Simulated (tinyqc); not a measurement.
Esaki diode in forward bias, two-band WKB: one step of the calculation.

Abrupt p-n junction, depletion approximation. Energies E are counted from the conduction-band edge of the neutral n side; its Fermi level lies at dn, that of the p side at dn - V, and the valence-band edge of the neutral p side at Em = dn + dp - V. Tunnelling needs 0 < E < Em. Two-band dispersion with equal masses m: inside the gap kappa = sqrt(m u (1 - u/Eg)/C), u the distance from a band edge, C = hbar^2/(2 m0).

Task. Current density on a coarse grid. J = KJ exp(-S) Eb times the integral from 0 to Em of [f(E - dn) - f(E - dn + V)] [1 - exp(-min(E, Em - E)/Eb)] dE, f(x) = 1/(1 + exp(x/Vt)), with S and Eb from the mean field; J > 0 flows from p to n. KJ = (2 q^2/h) m/(4 pi C) (times 1e14 for A/cm^2 per eV^2). Simpson's rule on nE equally spaced points from 0 to Em.

Parameters, values chosen for the exercise; band and dielectric values close to those of indium phosphide:
```
symbol  value  unit                               meaning
T         350     K                           temperature
m       0.092    m0  band-edge mass of the two-band model
V        0.36     V                    bias of the p side
nE          9                   points of the energy grid
```

Constants: q = 1.602176634e-19 C, kB = 1.380649e-23 J/K, hbar = 1.054571817e-34 J s, h = 6.62607015e-34 J s, m0 = 9.1093837015e-31 kg, Vt = kB T/q, hbar^2/(2 m0) = 0.0380998212 eV nm^2. Results are converted to the units shown.

dn = 0.59099400 eV
dp = 0.037986322 eV
S = 13.612861
Eb = 24.609080 meV

Find: E; difference of the f; transverse factor; integral; KJ; J.

Result.

```
point  E (eV)  difference of the f  transverse factor
0      0.0000               0.0005             0.0000
1      0.0336               0.0014             0.7449
2      0.0672               0.0044             0.9349
3      0.1009               0.0132             0.9834
4      0.1345               0.0392             0.9958
5      0.1681               0.1106             0.9834
6      0.2017               0.2749             0.9349
7      0.2354               0.5361             0.7449
8      0.2690               0.7789             0.0000
```

integral = 0.03013 eV
KJ = 1.489e9 A/(cm^2 eV^2)
J = 1.352 A/cm^2

Range of the model: Parabolic densities of states, no band tails and no gap narrowing, all of which matter at such doping.

Numbers from tinyqc (`OMP_NUM_THREADS=1 python tinyqc.py 2620096 2620097 out.jsonl`; about 0.01 s on one thread of a shared Intel Xeon 2.30GHz).
